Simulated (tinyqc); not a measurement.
Worked calculation: defect equilibria of an oxide against oxygen pressure (mass action). Computed by tinyqc, a small Python program that keeps every step. Command: `OMP_NUM_THREADS=1 python tinyqc.py 3017627 3017628 out.jsonl brouwer walk`. One thread of a shared host (Intel(R) Xeon(R) Processor @ 2.30GHz), about 0.01 s of CPU time with the checks. Intermediate numbers are printed to about 5 digits and carried at full precision; extremes and crossings named in words are read from the listed rows.

Defects: oxygen vacancies V (charge +2), electrons n, holes p, the ionic partner X = O_i'' (charge -2), and the dopant. Activities are taken equal to concentrations.

Inputs (values chosen for the exercise, for a model oxide):
```
quantity                           value             unit
reduction enthalpy H_r              5.54               eV
prefactor K_r0                   5.2e+69  cm^-9 atm^(1/2)
gap E_g                             3.52               eV
prefactor N_c N_v                2.2e+41            cm^-6
disorder enthalpy H_s               4.02               eV
prefactor K_s0                   3.6e+44            cm^-6
dopant density N_d               2.5e+20            cm^-3
temperature T                        700                K
oxygen pressure P                  3e-22              atm
electron mobility mu_n             0.011       cm^2/(V s)
hole mobility mu_p                  0.33       cm^2/(V s)
vacancy diffusion prefactor D_0    0.053           cm^2/s
vacancy migration energy E_m        0.89               eV
```

Ionic disorder: anion Frenkel. Dopant (singly charged, fully ionised): donor.

Constants: k_B = 8.617333262e-05 eV/K; e = 1.602176634e-19 C.

## Equilibrium constants

K_r = K_r0 exp(-H_r/k_B T) = [V] n^2 P^(1/2); K_i = N_c N_v exp(-E_g/k_B T) = n p; K_s = K_s0 exp(-H_s/k_B T) = [X] [V].

K_r = 6.7571e+29 cm^-9 atm^(1/2)

K_i = 9.9894e+15 cm^-6

K_s = 4.1075e+15 cm^-6

## Trial electron densities

Neutrality: 2 [V] + p + N_d = n + 2 [X]. With n as the unknown, [V] = K_r/(n^2 P^(1/2)), p = K_i/n, [X] = K_s/[V]; the log ratio is ln(positive/negative).

Densities (cm^-3):
```
n                [V]           p         [X]  log ratio
1.00e+18  3.9012e+04  9.9894e-03  1.0529e+11     5.5215
1.00e+19  3.9012e+02  9.9894e-04  1.0529e+13     3.2189
1.00e+20  3.9012e+00  9.9894e-05  1.0529e+15     0.9163
1.00e+21  3.9012e-02  9.9894e-06  1.0529e+17    -1.3865
1.00e+22  3.9012e-04  9.9894e-07  1.0529e+19    -3.6910
```

## Solution at the given pressure

The root is found by 60 bisections in ln n between n = 1e-10 and 1e25 cm^-3.

n = 2.4999e+20 cm^-3

[V] = 0.62426 cm^-3

p = 3.9960e-05 cm^-3

[X] = 6.5798e+15 cm^-3

The largest terms give the Brouwer balance N_d = n; the smaller of the two terms is 100 % of the total charge of one sign. Caution: one of n, p, [V] and [X] is above 2e20 cm^-3, near 1 % of the sites of a usual oxide, where defects associate and the ideal mass-action laws fail. Caution: the carrier density is near sqrt(N_c N_v), where the carriers are degenerate and n p = K_i fails.

## Conductivities

sigma_n = e n mu_n, sigma_p = e p mu_p, sigma_ion = 2 e [V] mu_V with mu_V = 2 e D/(k_B T) and D = D_0 exp(-E_m/k_B T); only the oxygen vacancies carry ionic current, and the ionic transport number is sigma_ion over the total.

sigma_n = 0.44058 S/cm

sigma_p = 2.1127e-24 S/cm

sigma_ion = 1.3747e-25 S/cm

total conductivity = 0.44058 S/cm

ionic transport number = 3.1203e-25

The conductor is mainly n-type electronic here. Caution: X far outnumbers the oxygen vacancies, so the ionic conductivity given leaves out the majority ionic defect.

## Brouwer diagram

The slope is d log n / d log P from this row and the one above; the last column names the largest term on each side. Pressures that give more than 3e21 cm^-3 are left out.

Log10 of the densities in cm^-3:
```
log10 P (atm)       n      [V]        p     [X]  slope of n      balance
-32            20.398   5.0339  -4.3984  10.580           -      N_d = n
-28            20.398   3.0339  -4.3984  12.580     0.00000      N_d = n
-24            20.398   1.0339  -4.3984  14.580     0.00000      N_d = n
-20            20.398  -0.9659  -4.3983  16.579    -0.00003      N_d = n
-16            20.385  -2.9408  -4.3858  18.554    -0.00313      N_d = n
-12            20.034  -4.2375  -4.0341  19.851    -0.08792  N_d = 2 [X]
-8             19.144  -4.4584  -3.1446  20.072    -0.22239  N_d = 2 [X]
-4             18.155  -4.4808  -2.1558  20.094    -0.24720  N_d = 2 [X]
0              17.156  -4.4831  -1.1569  20.097    -0.24972  N_d = 2 [X]
```

Regimes: N_d = n from log P = -32 to -16, where that balance predicts a slope of 0 and the table comes as close as 0.000; N_d = 2 [X] from log P = -12 to 0, where that balance predicts a slope of -1/4 and the table comes as close as -0.250. Rows with n or p near or above sqrt(N_c N_v) are degenerate, and n p = K_i is then only nominal.

## Conductivity against oxygen pressure

The formulas are those given above.

Log10 of the conductivities in S/cm:
```
log10 P (atm)   n-type   p-type    ionic    total  ionic transport number
-28            -0.3560  -23.675  -21.623  -0.3560              5.4037e-22
-24            -0.3560  -23.675  -23.623  -0.3560              5.4038e-24
-20            -0.3561  -23.675  -25.623  -0.3561              5.4087e-26
-16            -0.3686  -23.663  -27.598  -0.3686              5.8966e-28
-12            -0.7203  -23.311  -28.895  -0.7203              6.6926e-29
-8             -1.6098  -22.421  -29.116  -1.6098              3.1206e-28
-4             -2.5986  -21.433  -29.138  -2.5986              2.8881e-27
0              -3.5975  -20.434  -29.140  -3.5975              2.8658e-26
```

The ionic transport number stays at or below about 5.4e-22: no electrolytic window. The total has no minimum inside this range.

Checks made by the program: the three mass-action laws (relative difference below 1e-10).
